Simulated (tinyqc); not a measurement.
Q-state Potts model on a small periodic square lattice: enumeration, Metropolis, heat-bath and Wolff steps: one step, computed by the program tinyqc.

E = -J x (number of nearest-neighbour bonds with equal states); n x n sites with periodic edges have 2 n^2 bonds. Order parameter m = (q f - 1)/(q - 1), f being the largest share of one state. Sites are numbered row by row from 0. Here q = 4 and n = 3.

Task: Eight single-site steps. Site = floor(r1 n^2). State c is drawn with probability exp(K k_c)/sum exp(K k), k_c the number of neighbours in state c: the first c whose cumulative probability reaches r2; r3 is not used.

Inputs (values chosen for the exercise, for a model of domains or grain orientations): temperature T = 388 K.

Update: heat bath.

start states:
```
   1  2  3
1  2  2  0
2  2  0  0
3  0  1  1
```

random numbers, one row a step:
```
        1       2       3
1  0.3448  0.0488  0.1604
2  0.6185  0.7720  0.4571
3  0.3776  0.4225  0.0757
4  0.6193  0.8680  0.9269
5  0.6485  0.7089  0.2028
6  0.6178  0.2140  0.4913
7  0.6625  0.5200  0.3393
8  0.0678  0.0011  0.3109
```

K = 1.256159

Give: the table «Steps» with the columns old, neighbours in each state, P(old), P(new), new; states afterwards.

Result:

Steps:
```
site  old  neighbours in each state  P(old)  P(new)  new
3       2                   3 0 1 0  0.0719  0.8871    0
5       0                   3 1 0 0  0.8871  0.8871    0
3       0                   3 0 1 0  0.8871  0.8871    0
5       0                   3 1 0 0  0.8871  0.8871    0
5       0                   3 1 0 0  0.8871  0.8871    0
5       0                   3 1 0 0  0.8871  0.8871    0
5       0                   3 1 0 0  0.8871  0.8871    0
0       2                   3 0 1 0  0.0719  0.8871    0
```

states afterwards:
```
   1  2  3
1  0  2  0
2  0  0  0
3  0  1  1
```
